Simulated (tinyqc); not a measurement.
Epitaxial growth on a vicinal surface: Burton-Cabrera-Frank step flow, step-edge barrier and island nucleation: one step, computed by the program tinyqc. Command: `OMP_NUM_THREADS=1 python tinyqc.py 3002991 3002992 out.jsonl stepflow walk`. One thread of a shared host (Intel(R) Xeon(R) Processor @ 2.30GHz), about 0.01 s of CPU time with the checks.

Adatoms land at rate F, hop on a square grid (a simplification for hexagonal faces), desorb, or join steps. Lengths are in units of a and n is the adatom coverage. Steps ascend at x = 0 and descend at x = l.

Problem. Terrace solution. D n'' - n/tau + F = 0 with n(0) = n_eq and -l_s n'(l) = n(l) - n_eq. With u = n - F tau, A = n_eq - F tau, y = l/x_s, s = l_s/x_s: u = A cosh(x/x_s) + B sinh(x/x_s), B = A (1 - cosh y - s sinh y)/(sinh y + s cosh y). Flux into the ascending step J+ = D B/x_s, over the descending one J- = -(D/x_s)(A sinh y + B cosh y); step velocity J+ + J-; growth rate (J+ + J-)/l. For small y: J+ + J- = (F - n_eq/tau) l, J-/J+ = l/(l + 2 l_s). The coverage peaks where n' = 0, tanh(x/x_s) = -B/A.

Inputs (values chosen for the exercise, close to those used for Si(111)): deposition rate F = 0.16 layers/s; temperature T = 730 C.

D = 3.750862e+07 a^2/s

lifetime tau = 23.36172 s

diffusion length x_s = 29601.79 a

equilibrium coverage n_eq = 1.050742e-06

terrace width l = 46.84648 a

Schwoebel length l_s = 0 a

Give: J+; J-; growth rate; peak coverage; position of the peak.

Solution.

J+ = 3.7477 atoms per step site and s

J- = 3.7477 atoms per step site and s

growth rate = 0.16000 layers/s

peak coverage = 2.2209e-06

position of the peak = 23.423 a
